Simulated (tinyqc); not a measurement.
Raising U: Hubbard ring of 5 sites, mean field against exact. Computed by the program tinyqc. 

one-body matrix (hopping and site energies) (eV):
```
,1,2,3,4,5
1,-0.3700,-1.2900,0.0000,0.0000,-1.2900
2,-1.2900,-0.2100,-1.2900,0.0000,0.0000
3,0.0000,-1.2900,0.4700,-1.2900,0.0000
4,0.0000,0.0000,-1.2900,-0.5700,-1.2900
5,-1.2900,0.0000,0.0000,-1.2900,-0.5700
```

electrons, up and down: 3  2

Collinear unrestricted mean field (the lowest of 40 random starts) against exact diagonalisation.

Exact and mean-field results (eV):
```
U,U/t,E exact,E mean field,mean |n_up - n_down|,"double occupancy, exact",first gap in the sector
0.650,0.504,-8.29533,-8.27261,0.200,0.232,0.265
1.290,1.000,-7.58241,-7.48999,0.201,0.213,0.222
2.580,2.000,-6.34207,-5.96274,0.281,0.171,0.139
3.870,3.000,-5.37407,-4.66409,0.579,0.130,0.077
5.160,4.000,-4.65092,-3.82549,0.775,0.096,0.039
7.740,6.000,-3.71438,-2.96779,0.907,0.054,0.010
10.320,8.000,-3.16252,-2.53931,0.949,0.034,3.26e-03
15.480,12.000,-2.55979,-2.10986,0.978,0.016,7.02e-04
25.800,20.000,-2.04757,-1.76598,0.992,0.006,1.63e-04
```

In absolute terms mean field is worst at U/t = 4.0, 0.825 eV too high: at small U it is nearly exact, and at large U it misses only exchange-scale energies. Relative to the exact energy its error is 0.3 % at the smallest U, 20 % at most and 14 % at the largest. The double occupancy falls from 0.232 to 0.006.
